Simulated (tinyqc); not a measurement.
Worked calculation: hydrogen passivation of interface dangling bonds: competing passivation and dissociation with distributed barriers. Computed by tinyqc, a small Python program that keeps every step. Command: `OMP_NUM_THREADS=1 python tinyqc.py 3015859 3015860 out.jsonl passiv walk`. One thread of a shared host (Intel(R) Xeon(R) Processor @ 2.30GHz), about 0.02 s of CPU time with the checks. Intermediate numbers are printed to about 5 digits and carried at full precision; extremes and crossings named in words are read from the listed rows.

P_b + H2 gives P_bH + H at the rate k_f [H2]; P_bH gives P_b + H at the rate k_d. All defects start unpassivated. E_f and E_d are Gaussian and independent.

Inputs (values chosen for the exercise, close to those used for P_b centres at the silicon-oxide interface):
```
quantity                                      value          unit
defect density N0                           1.5e+12        1/cm^2
passivation prefactor k_f0                  4.1e-07        cm^3/s
mean passivation barrier E_f                   1.66            eV
spread sigma_f                                0.071            eV
dissociation prefactor k_d0                 8.1e+12           1/s
mean dissociation barrier E_d                  2.74            eV
spread sigma_d                                0.033            eV
H2 in the oxide per atm, solubility factor  5.3e+17  1/(cm^3 atm)
hydrogen pressure p                             0.1           atm
anneal temperature T                            675             C
anneal time t                                  1900             s
oxide thickness                                 2.1            nm
```

Constants: k_B = 8.617333262e-05 eV/K; e = 1.602176634e-19 C; eps_0 = 8.8541878128e-12 F/m.

## Single barriers

[H2] = solubility factor x p; a = k_f0 [H2] exp(-E_f/(k_B T)), d = k_d0 exp(-E_d/(k_B T)). For one pair of barriers the active share is y = [d + a exp(-(a + d) t)]/(a + d). Temperatures in kelvin are T(C) + 273.15.

passivation rate a = 32.623 1/s

dissociation rate d = 0.022097 1/s

a t = 61984

steady active share d/(a + d) = 6.7689e-04

active share, single barriers = 6.7689e-04

Passivation has run its course, and the balance with dissociation sets the remainder. Caution: single-barrier shares below about 1e-3 are formal; measured passivation levels off well above them.

## Distributed barriers

Average y over both Gaussians with 40 x 40 Gauss-Hermite points. Active density N0 y; threshold shift if each active defect holds one charge, e N0 y t_ox/(3.9 eps_0).

active share y = 0.0010692

active density = 1.6038e+09 1/cm^2

threshold shift = 0.15626 mV

The spread changes the remainder by a factor 1.58: sigma_f/(k_B T) = 0.87 and sigma_d/(k_B T) = 0.40. Caution: densities below a few 1e9 per cm^2 are formal: other defects set the floor in real interfaces.

## Best anneal temperature for this time and pressure

Minimise the averaged y over T between 150 and 900 C: find where ln y is equal at T - 0.05 and T + 0.05 C; T is rounded to 0.1 C.

best temperature = 474.5 C

least active share = 4.6668e-05

Caution: a least active share below 1e-3 is a property of the model; measured passivation levels off well above it. Caution: atomic hydrogen, which both passivates and depassivates, and further passivation during cooling are left out.

## Isochronal anneals

The formulas are those given above.

Active share after the time t:
```
T (C)     a (1/s)     d (1/s)  single barriers  distributed
200    4.5237e-08  5.2875e-17       9.9991e-01   9.9961e-01
250    2.2152e-06  3.2556e-14       9.9580e-01   9.8639e-01
300    5.5014e-05  6.5363e-12       9.0075e-01   8.1790e-01
350    8.1596e-04  5.6041e-10       2.1218e-01   2.9795e-01
400    8.1073e-03  2.4802e-08       3.2635e-06   2.0205e-02
450    5.8639e-02  6.4994e-07       1.1084e-05   1.7644e-04
500    3.2836e-01  1.1163e-05       3.3996e-05   6.7896e-05
600    5.6967e+00  1.2398e-03       2.1758e-04   3.7356e-04
700    5.4980e+01  5.2299e-02       9.5033e-04   1.4657e-03
800    3.4777e+02  1.0984e+00       3.1485e-03   4.4788e-03
```

The distributed share is least at 500 C among these rows, 6.8e-5, and the search puts the optimum at 474.5 C. On the cold side defects with high E_f survive; on the hot side dissociation, with the larger barrier, gains on passivation with an energy E_d - E_f = 1.08 eV. In that row single barriers give 3.4e-5, so the spread raises the floor. Caution: shares below about 1e-3 in these rows are formal; measured passivation levels off well above them.

Checks made by the program: Gauss-Hermite average against a fine uniform grid (relative difference below 1e-10).
